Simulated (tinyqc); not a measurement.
Fully depleted semiconductor-on-insulator film with two gates, non-linear Poisson equation by Newton steps: one step of the calculation.

One dimension across the film, front interface at x = 0, back interface at x = ts. psi is counted from the intrinsic level, n = ni exp(psi/Vt) (source grounded), holes neglected, acceptors ionised. Gates act through Cox = eps0 eox/tox and Cbox = 3.9 eps0/tb with potentials G1 = Vg - (phiM - chi - Vt ln(Nc/ni)) and G2 = Vb - (phiB - chi - Vt ln(Nc/ni)). Classical Boltzmann densities, no interface charge, no depletion in the back plane.

Question. Newton step. Solve a d_(i-1) + b_i d_i + a d_(i+1) = -F_i for all nodes. Each component d is damped to sign(d) Vt ln(1 + |d|/Vt) before it is added.

Parameters, values chosen for the exercise: temperature T = 300 K.

Constants: q = 1.602176634e-19 C, kB = 1.380649e-23 J/K, Vt = kB T/q. Results are converted to the units shown.

a = 3.1798083 uF/cm^2

```
node  diagonal b (F/cm^2)  residual F (C/cm^2)  psi at the start (V)
0           -4.5507058e-6         7.0041202e-7                   0.2
1           -6.3596666e-6       -5.3934367e-11                   0.2
2           -6.3596666e-6       -5.3934367e-11                   0.2
3           -6.3596666e-6       -5.3934367e-11                   0.2
4           -6.3596666e-6       -5.3934367e-11                   0.2
5           -6.3596666e-6       -5.3934367e-11                   0.2
6           -6.3596666e-6       -5.3934367e-11                   0.2
7           -3.2154326e-6        -2.4556889e-8                   0.2
```

Give: Newton step d, before damping; psi after iteration 1.

Answer.

```
node  Newton step d, before damping (V)  psi after iteration 1 (V)
0                                0.4824                     0.2770
1                                0.4701                     0.2764
2                                0.4578                     0.2757
3                                0.4455                     0.2751
4                                0.4333                     0.2744
5                                0.4211                     0.2737
6                                0.4089                     0.2730
7                                0.3967                     0.2722
```

tinyqc, about 0.4 s, one thread, Intel Xeon 2.30GHz (shared host): `OMP_NUM_THREADS=1 python tinyqc.py 2190155 2190156 out.jsonl`
